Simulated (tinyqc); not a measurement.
# Intrinsic and extrinsic failures together

All devices wear out with slope 1.5 and scale t63; the share 0.01 also has a flaw with slope 0.37 and scale 0.03 t63: 1 - F = exp(-(t/t63)^1.5) [1 - 0.01 + 0.01 exp(-(t/(0.03 t63))^0.37)]. W = ln(-ln(1 - F)); the local slope is dW/d ln t.

Values chosen for this exercise:

| symbol | value | unit | meaning |
|---|---|---|---|
| t63 | 320 | s | characteristic time of a test capacitor |

Result of one run:
```
F              W  local slope  F of wear-out alone
0.002103  -6.163       0.3367             1.447e-5
```

Which time t gave this result: 0.0039, 0.19, 0.71, 2.6 or 35 s?

t = 0.19 s.

The whole series:
```
t (s)          F       W  local slope  F of wear-out alone
0.0039  5.411e-4  -7.522       0.3600             4.255e-8
0.014   8.542e-4  -7.065       0.3543             2.894e-7
0.052   0.001352  -6.605       0.3458             2.071e-6
0.19    0.002103  -6.163       0.3367             1.447e-5
0.71    0.003276  -5.719       0.3425             1.045e-4
2.6     0.005332  -5.231       0.4369             7.321e-4
9.5      0.01138  -4.470       0.7903             0.005102
35       0.04325  -3.119        1.254              0.03553
130       0.2353  -1.316        1.451               0.2281
470       0.8330  0.5822        1.492               0.8314
```

The local slope goes from 0.360 through a minimum of 0.337 (at t = 0.19 s among the rows listed) to 1.49. At early times the flawed share sets F, 12700 times the wear-out value in the first row, so a line fitted to the steep upper part says nothing about low percentiles.

Numbers from tinyqc (`OMP_NUM_THREADS=1 python tinyqc.py 2070163 2070164 out.jsonl`; about 0.01 s on one thread of a shared Intel Xeon 2.30GHz).
